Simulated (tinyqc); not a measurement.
## Semiconductor laser, carrier and photon rate equations: light against current through threshold

Carrier density N and photon density S in one mode: dN/dt = F1 = eta I/(q V) - (A N + B N^2 + C N^3) - vg g S; dS/dt = F2 = G vg g S + G be B N^2 - S/tp, with g = g0 ln(N/Ntr)/(1 + ec S). Output power P = Fo Eph S V/(G tp). No heating, no carrier transport.

gth = 1/(G vg tp), Nth = Ntr exp(gth/g0), Ith = q V (A Nth + B Nth^2 + C Nth^3)/eta. N and S are the steady state (F1 = F2 = 0, S > 0).

Parameters, values chosen for the exercise: active volume V = 1.2e-11 cm^3; confinement factor G = 0.042; group velocity vg = 7.8e9 cm/s; gain coefficient g0 = 1600 1/cm; transparency density Ntr = 1.7e18 cm^-3; gain compression ec = 1.4e-17 cm^3; photon lifetime tp = 2.6 ps; defect recombination coefficient A = 6.8e7 1/s; radiative coefficient B = 6.2e-11 cm^3/s; Auger coefficient C = 4.7e-30 cm^6/s; share of spontaneous emission into the mode be = 0.00026; injection efficiency eta = 0.9; share of cavity losses that is output Fo = 0.53; photon energy Eph = 1.9 eV.

Constants: q = 1.602176634e-19 C. Results are converted to the units shown.

Light against current through threshold:

| I (mA) | N/Nth | S (cm^-3) | P (mW) | share of carriers lost by stimulated emission (%) |
|---|---|---|---|---|
| 0.52 | 0.4096 | 3.045e9 | 5.399e-5 | -0.002478 |
| 1.3 | 0.6923 | 2.110e10 | 3.741e-4 | 0.01584 |
| 2.1 | 0.8923 | 1.132e11 | 0.002007 | 0.08910 |
| 2.5 | 0.9741 | 5.859e11 | 0.01039 | 0.4421 |
| 2.9 | 0.9990 | 1.455e13 | 0.2579 | 9.798 |
| 3.9 | 1.000 | 6.530e13 | 1.158 | 32.74 |
| 5.2 | 1.001 | 1.315e14 | 2.332 | 49.48 |
| 7.9 | 1.003 | 2.692e14 | 4.772 | 66.65 |
| 13 | 1.005 | 5.291e14 | 9.382 | 79.62 |

What does the comparison show?

Ith is 2.62 mA. The power rises by a factor of 128 between 2.1 and 2.9 mA, while N/Nth goes only from 0.892 to 0.999. Above threshold N is nearly clamped, reaching 1.005 Nth in the last row through gain compression, and the slope between the last two rows is 0.904 W/A, against Fo eta Eph/q = 0.906 W/A.

Numbers from tinyqc (`OMP_NUM_THREADS=1 python tinyqc.py 2840037 2840038 out.jsonl`; about 0.01 s on one thread of a shared Intel Xeon 2.30GHz).
